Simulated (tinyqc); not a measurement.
Specific resistance of a metal-semiconductor contact and its transmission-line measurement: one step, computed by the program tinyqc.

The barrier is parabolic (depletion approximation), energies E are normal energies counted from the band edge in the neutral semiconductor (downwards for holes), and the bias is zero. xi is an input, held fixed when other inputs move.

Question. Current crowding. Transmission-line model: transfer length L_T = sqrt(rho_c/R_sh); R_c = (R_sh L_T/W) coth(d/L_T). Limits: rho_c/(W d) for d << L_T, sqrt(rho_c R_sh)/W for d >> L_T.

Inputs (values chosen for the exercise, modelled on n-type germanium):
```
quantity               value        unit
temperature T            300           K
sheet resistance R_sh    5.5         ohm
contact length d         9.6  micrometre
contact width W           11  micrometre
```

Image-force lowering: included.

specific contact resistance rho_c = 9.731372e-10 ohm cm^2

Give: transfer length L_T; d/L_T; contact resistance R_c; R_c W; short-contact limit; long-contact limit.

Answer.

transfer length L_T = 0.1330 micrometre

d/L_T = 72.17

contact resistance R_c = 0.06651 ohm

R_c W = 0.7316 ohm micrometre

short-contact limit = 9.215e-04 ohm

long-contact limit = 0.06651 ohm

The contact is long: current crowds at the front edge, and more length does not help.
